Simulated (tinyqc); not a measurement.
The size of the error: propagation of a band-gap error through k.p and effective-mass formulas.

Chain, for a gap E (the reference Eg or another value), with Ep and Dso kept: 1/me = 1 + Ep (E + 2 Dso/3)/(E (E + Dso)); g* = 2 - 2 Ep Dso/(3 E (E + Dso)); g1(E) = g1 + (Ep/3)(1/E - 1/Eg), g2(E) = g2 + (Ep/6)(1/E - 1/Eg), light hole 1/(g1 + 2 g2), heavy hole 1/(g1 - 2 g2) along [100]; optical constant ei(E) = 1 + (ei - 1)(EP/(EP + E - Eg))^2, static e0(E) = ei(E) + e0 - ei.

Donor: R = Ry me/e0^2, a_B = a0 e0/me, Mott density (0.26/a_B)^3. Nc, Nv = 2 (m kT/(4 pi c))^(3/2), c = hbar^2/2m0, ni = sqrt(Nc Nv) exp(-E/2kT). Exciton: Ry mu/e0^2 with 1/mu = 1/me + g1(E). 1 angstrom^-3 = 1e24 cm^-3.

Constants: Ry = 13.60569312 eV; a0 (Bohr radius) = 0.5291772105 angstrom; kB = 8.617333262e-05 eV/K; hbar^2/2m0 = 3.80998211 eV angstrom^2.

Inputs chosen for the exercise (reference values near those of InP, gap at low temperature; shifted at random, so the results belong to these values and not to a real crystal): Eg = 1.413 eV (gap at Gamma to the s-like level); Dso = 0.107 eV (spin-orbit splitting); Ep = 20.8 eV (Kane energy); g1 = 5.09 (Luttinger gamma1); g2 = 1.6 (gamma2); e0 = 12.28 (static dielectric constant); ei = 9.67 (optical dielectric constant); EP = 5.33 eV (mean (Penn) gap); mh = 0.41 m0 (density-of-states mass of the holes); T = 300 K (temperature).

E = f Eg; ratios against f = 1.

Results:

| f | E (eV) | me ratio | light-hole ratio | e0 ratio | donor ratio | Mott ratio | g* | log10 ni ratio |
|---|---|---|---|---|---|---|---|---|
| 0.25 | 0.353 | 0.278 | 0.220 | 1.394 | 0.143 | 0.00793 | -7.126 | 8.48 |
| 0.40 | 0.565 | 0.429 | 0.360 | 1.292 | 0.257 | 0.0366 | -1.905 | 6.85 |
| 0.60 | 0.848 | 0.625 | 0.559 | 1.177 | 0.451 | 0.149 | 0.167 | 4.59 |
| 0.80 | 1.130 | 0.815 | 0.772 | 1.081 | 0.697 | 0.428 | 0.939 | 2.31 |
| 1.00 | 1.413 | 1.000 | 1.000 | 1.000 | 1.000 | 1.00 | 1.309 | 0.00 |
| 1.20 | 1.696 | 1.180 | 1.246 | 0.931 | 1.363 | 2.04 | 1.515 | -2.32 |
| 1.50 | 2.119 | 1.443 | 1.652 | 0.844 | 2.023 | 4.99 | 1.686 | -5.81 |
| 2.00 | 2.826 | 1.859 | 2.450 | 0.735 | 3.440 | 16.2 | 1.821 | -11.67 |

What can be read from this table?

Between f = 0.8 and 1.2 the mean powers d ln(ratio)/d ln f are 0.91 for me, 1.18 for the light hole, -0.37 for e0, 1.65 for the donor energy and 3.85 for the Mott density; ni moves by -0.82 decades per 0.1 eV, against -0.1 eV/(2 kT ln 10) = -0.84 from the exponential alone, the rest coming from Nc through me^(3/4). g* changes sign between f = 0.40 and 0.60; the place of this zero hangs on remote bands, which are left out.

(tinyqc, `OMP_NUM_THREADS=1 python tinyqc.py 1850483 1850484 out.jsonl`, Intel(R) Xeon(R) Processor @ 2.30GHz, 1 thread, shared host, about 0.01 s.)
